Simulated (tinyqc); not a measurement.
One anharmonic mode: perturbation theory, self-consistent phonons and exact levels: one step, computed by the program tinyqc. Command: `OMP_NUM_THREADS=1 python tinyqc.py 3005326 3005327 out.jsonl scp walk`. One thread of a shared host (Intel(R) Xeon(R) Processor @ 2.30GHz), about 0.03 s of CPU time with the checks.

V(x) = k x^2/2 + b x^4 for one coordinate x of mass M. A constant K > 0 gives hbar Omega = sqrt((hbar^2/u) K/M) with K in eV/angstrom^2 and M in u.

Problem. Hamiltonian in a small basis. Basis: oscillator states n of the constant |k|, with x = s (a + a+), s^2 = hbar Omega/(2|k|); H = hbar Omega (n + 1/2) + (k - |k|) x^2/2 + b x^4, with exact matrix elements of x^2 and x^4.

Inputs (values chosen for the exercise, for a model mode): mode mass M = 78.7 u; harmonic constant k = -0.912 eV/angstrom^2; quartic constant b = 13.1 eV/angstrom^4; basis size N of the small matrix = 5.

Shape: double well.

Constants: hbar^2/u = 4.18015928e-03 eV angstrom^2.

Give: H.

Solution.

H (meV):
$$\begin{pmatrix}
0.57 & 0.00 & -3.30 & 0.00 & 0.93 \\
0.00 & 2.86 & 0.00 & -3.85 & 0.00 \\
-3.30 & 0.00 & 7.44 & 0.00 & -2.80 \\
0.00 & -3.85 & 0.00 & 14.31 & 0.00 \\
0.93 & 0.00 & -2.80 & 0.00 & 23.46
\end{pmatrix}$$
